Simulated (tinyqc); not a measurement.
Inside a calculation. Method: CIS on RHF in the 6-31g basis, for He, spin multiplicity 1. Computed by tinyqc, a small Python program that keeps every step (integrals from PySCF). Settings: charge = 0, multiplicity = 1, basis = 6-31g, method = RHF, energy threshold = 1e-10, iteration cap = 82, orthogonalisation = canonical, start = Wolfsberg-Helmholz matrix, DIIS depth = 6. Command: `OMP_NUM_THREADS=1 python tinyqc.py 20175 20176 out.jsonl` (the two numbers bound the seeds that draw the settings). One thread of a shared host (Intel(R) Xeon(R) Processor @ 2.60GHz), about 0.05 s of CPU time with the checks. Later iterations appear only in the table of the cycle.

## One-electron integrals

Geometry (angstrom):

| atom | x | y | z |
|---|---|---|---|
| He | 0.00000 | 0.00000 | 0.00000 |

Basis 6-31g: exponents (1/bohr^2) and contraction coefficients of normalised primitives:

| element | l (shell) | exponent | coefficient |
|---|---|---|---|
| He | s (1) | 38.42163 | 0.04014 |
| He | s (1) | 5.77803 | 0.26125 |
| He | s (1) | 1.24177 | 0.79318 |
| He | s (2) | 0.29796 | 1.00000 |

Overlap, kinetic and nuclear-attraction integrals over the contracted functions; the nuclear repulsion is the sum of Za Zb / Rab.

nuclear repulsion = 0 hartree

overlap S:
```
         1He 1s   1He 2s
1He 1s  1.00000  0.63415
1He 2s  0.63415  1.00000
```

kinetic energy T (hartree):
```
         1He 1s   1He 2s
1He 1s  2.92565  0.46723
1He 2s  0.46723  0.44695
```

nuclear attraction V (hartree):
```
          1He 1s    1He 2s
1He 1s  -4.80528  -2.01364
1He 2s  -2.01364  -1.74214
```

core Hamiltonian H = T + V (hartree):
```
          1He 1s    1He 2s
1He 1s  -1.87963  -1.54641
1He 2s  -1.54641  -1.29519
```

## Two-electron integrals

Functions are numbered as in S; the eight-fold symmetry (ij|kl) = (ji|kl) = (kl|ij) leaves the list below.

Two-electron integrals (ij|kl) in chemists' order, unique and non-zero (hartree):
```
(11|11) 1.54394   (21|11) 0.78545   (21|21) 0.42703   (22|11) 0.80395
(22|21) 0.47619   (22|22) 0.61594
```

## Orthogonalisation

S = U s U^T; canonical form X = U s^(-1/2), so that X^T S X = 1. Each column of U has its largest component positive (the first on a tie).

eigenvalues of S: 0.36585  1.63415

X:
```
               1        2
1He 1s   1.16905  0.55315
1He 2s  -1.16905  0.55315
```

## Starting guess

The start is the generalised Wolfsberg-Helmholz matrix (K = 1.75) built on H; D = 2 C_occ C_occ^T.

D at the start:
```
         1He 1s   1He 2s
1He 1s  1.02727  0.54172
1He 2s  0.54172  0.28567
```

## Iteration 1: building the Fock matrix

J_ij = sum D_kl (ij|kl), K_ij = sum D_kl (ik|jl); F = H + J - 0.5 K; E = tr D H + tr D J / 2 - 0.25 tr D K + E_nn.

Coulomb J (hartree):
```
         1He 1s   1He 2s
1He 1s  2.66669  1.40556
1He 2s  1.40556  1.51775
```

exchange K (hartree):
```
         1He 1s   1He 2s
1He 1s  2.55901  1.60974
1He 2s  1.60974  1.13055
```

Fock matrix F (hartree):
```
          1He 1s    1He 2s
1He 1s  -0.49244  -0.94573
1He 2s  -0.94573  -0.34271
```

total energy of this density = -2.8023654 hartree

## Iteration 1: diagonalisation and new density

Diagonalise F' = X^T F X, C = X C', fill 1 alpha and 1 beta electrons from the bottom; D = 2 C_occ C_occ^T. Each column has its largest component positive (the first on a tie).

F' = X^T F X (hartree):
```
          1         2
1   1.44361  -0.09683
2  -0.09683  -0.83426
```

orbital energies (hartree): MO1 -0.83837, MO2 1.44772

coefficients C:
```
            MO1       MO2
1He 1s  0.60221  -1.14455
1He 2s  0.50309   1.19145
```

D after iteration 1:
```
         1He 1s   1He 2s
1He 1s  0.72531  0.60593
1He 2s  0.60593  0.50620
```

## Iteration 9 (converged): orbitals

converged F (hartree):
```
          1He 1s    1He 2s
1He 1s  -0.54922  -1.00037
1He 2s  -1.00037  -0.42915
```

As before.

F' = X^T F X (hartree):
```
          1         2
1   1.39725  -0.07764
2  -0.07764  -0.91152
```

orbital energies (hartree): MO1 -0.91413, MO2 1.39986

coefficients C:
```
            MO1       MO2
1He 1s  0.59208  -1.14982
1He 2s  0.51359   1.18696
```

D after iteration 9:
```
         1He 1s   1He 2s
1He 1s  0.70112  0.60817
1He 2s  0.60817  0.52754
```

## Convergence

Stop when the energy changes by less than 1e-10 hartree and every element of the error matrix X^T (F D S - S D F) X is below 3e-06.

Course of the cycle:

| iteration | E (hartree) | change | largest element of the error matrix |
|---|---|---|---|
| 1 | -2.8023654 | - | 4.68e-01 |
| 2 | -2.8548273 | -5.25e-02 | 3.77e-02 |
| 3 | -2.8551604 | -3.33e-04 | 1.56e-04 |
| 4 | -2.8551604 | -4.52e-09 | 7.09e-05 |
| 5 | -2.8551604 | -6.84e-10 | 4.58e-05 |
| 6 | -2.8551604 | -2.23e-10 | 3.38e-05 |
| 7 | -2.8551604 | -9.95e-11 | 2.68e-05 |
| 8 | -2.8551604 | -1.68e-10 | 1.95e-08 |
| 9 | -2.8551604 | 0.00000 | 2.81e-11 |

PySCF RHF in the same basis = -2.8551604 hartree

Converged in 9 iterations.

## Populations

Mulliken: Z minus the diagonal of D S on the atom; Loewdin: the same with S^(1/2) D S^(1/2).

Charges (e):

| atom | Mulliken | Loewdin |
|---|---|---|
| 1He | 0 | 0 |

## Integrals over molecular orbitals

(pq|rs) = sum C_ip C_jq C_kr C_ls (ij|kl), one index at a time.

one-electron integrals over orbitals h = C^T H C (hartree):
```
          1         2
1  -1.94103   0.31649
2   0.31649  -0.08874
```

Two-electron integrals over orbitals (pq|rs), unique and non-zero (hartree):
```
(11|11) 1.02691    (21|11) -0.31649   (21|21) 0.22767    (22|11) 0.85813
(22|21) -0.25555   (22|22) 0.76636
```

## CIS matrix, singlets

A(ia,jb) = (e_a - e_i) d_ij d_ab + 2 (ia|jb) - (ij|ab).

CIS matrix A, singlet (hartree):
```
         1>2
1>2  1.91119
```

## CIS singlet states

dipole integrals <i|r|a> (bohr):
```
           x        y        z
1>2  0.00000  0.00000  0.00000
```

Diagonalise A (1 hartree = 27.211386 eV); each vector has its largest component positive (the first on a tie). The transition dipole is mu = sqrt2 sum c_ia <i|r|a>.

singlet excitation energies (eV): 52.00623

lowest vectors:
```
     state 1
1>2  1.00000
```

oscillator strengths 2/3 w |mu|^2: 0.00000

## CIS matrix, triplets

A(ia,jb) = (e_a - e_i) d_ij d_ab - (ij|ab).

CIS matrix A, triplet (hartree):
```
         1>2
1>2  1.45585
```

## CIS triplet states

Diagonalise A (1 hartree = 27.211386 eV); each vector has its largest component positive (the first on a tie).

triplet excitation energies (eV): 39.61577

lowest vectors:
```
     state 1
1>2  1.00000
```
